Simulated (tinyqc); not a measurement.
# Lossy interposer transmission line with skin effect: two studies

A uniform line in a homogeneous dielectric: c = sqrt(er)/(c0 Z0), l = Z0 sqrt(er)/c0 (c0 = 299792458 m/s), g = w c td, w = 2 pi f. The resistance joins its limits as r = sqrt(r_dc^2 + r_hf^2), with r_dc = rho/(wd th), r_hf = kr rho/(2 delta (wd + th)), delta = sqrt(rho/(pi f mu0)), mu0 = 4 pi 1e-7 H/m; this is an interpolation, and internal inductance, up to 0.05 nH/mm at low frequency, is neglected.

Parameters, values chosen for the exercise:
```
symbol,value,unit,meaning
wd,3.1,um,width of the strip
th,1.5,um,thickness of the strip
rho,2,uohm cm,resistivity
er,3.9,,relative permittivity
td,0.002,,loss tangent
Z0,50,ohm,lossless impedance sqrt(l/c)
kr,1.2,,factor for crowding and the return path
len,26,mm,length
Rg,50,ohm,source resistance
RL,100,ohm,load resistance
CL,300,fF,load capacitance
f,0.49,GHz,frequency
```

Each table varies one quantity; the others keep the values above.

## Line properties against frequency

gamma = sqrt((r + i w l)(g + i w c)) = alpha + i beta, Zc = sqrt((r + i w l)/(g + i w c)), roots with positive real part; loss 8.685889638 alpha in dB; phase velocity w/beta. ZL = 1/(1/RL + i w CL); reflection (ZL - Zc)/(ZL + Zc); Zin = Zc (ZL + Zc tanh(gamma len))/(Zc + ZL tanh(gamma len)); H = V_load/V_source = [Zin/(Zin + Rg)]/[cosh(gamma len) + (Zc/ZL) sinh(gamma len)].

Line properties against frequency:
```
f (GHz)  r (ohm/mm)  r/(w l)  loss (dB/mm)  |Zc| (ohm)  phase velocity over c0  length in wavelengths  |H| (dB)
0.01          4.303    207.9       0.03660       721.0                 0.04959                0.01749    -8.362
0.03          4.306    69.35       0.06312       416.4                 0.08546                0.03045    -8.368
0.09          4.315    23.17        0.1079       240.8                  0.1457                0.05356    -8.398
0.3           4.348    7.003        0.1882       133.0                  0.2522                 0.1031    -8.660
0.8           4.424    2.672        0.2773       84.46                  0.3651                 0.1901    -9.926
2             4.603    1.112        0.3587       61.15                  0.4535                 0.3825    -12.72
7             5.282   0.3646        0.4542       51.58                  0.4985                  1.218    -16.40
20            6.735   0.1627        0.5903       50.33                  0.5048                  3.436    -23.20
60            9.955  0.08017        0.8856       50.08                  0.5060                  10.28    -38.43
```

Read the table: what changes, and by how much?

r equals w l at 2.24 GHz: below it |Zc| and the delay grow as in an RC line, above it |Zc| tends to Z0 = 50 ohm and the velocity to 1/sqrt(er) = 0.506 c0. The loss goes as f^(0.50) between the first two rows and f^(0.37) between the last two. |H| is -8.36 dB in the first row and -38.4 dB in the last; between rows it can pass through resonances that the table doesn't show.

## Effect of the loss tangent

Same model as above.

The same in every row: r (ohm/mm) = 4.377; r/(w l) = 4.316.

Results:
```
td     loss (dB/mm)  |Zc| (ohm)  phase velocity over c0  length in wavelengths  |H| (dB)
0            0.2307       105.2                  0.3073                 0.1383    -9.059
0.001        0.2309       105.2                  0.3074                 0.1382    -9.064
0.002        0.2310       105.2                  0.3075                 0.1382    -9.069
0.01         0.2322       105.2                  0.3085                 0.1377    -9.107
0.02         0.2336       105.2                  0.3097                 0.1372    -9.154
0.04         0.2366       105.2                  0.3122                 0.1361    -9.249
```

Estimate the missing row, td = 0.005.

Computed row:
```
td     loss (dB/mm)  |Zc| (ohm)  phase velocity over c0  length in wavelengths  |H| (dB)
0.005        0.2314       105.2                  0.3079                 0.1380    -9.083
```

With this row back in the table: As td goes from 0 to 0.04, the loss rises from 0.231 to 0.237 dB/mm, |Zc| stays near 105 ohm and |H| goes from -9.06 to -9.25 dB, with its highest value among the rows, -9.06 dB, at td = 0. In the low-loss estimate the dielectric part g Z0/2 equals the conductor part r/(2 Z0) at td = 4.32.

Numbers from tinyqc (`OMP_NUM_THREADS=1 python tinyqc.py 2810132 2810133 out.jsonl`; about 0.01 s on one thread of a shared Intel Xeon 2.30GHz).
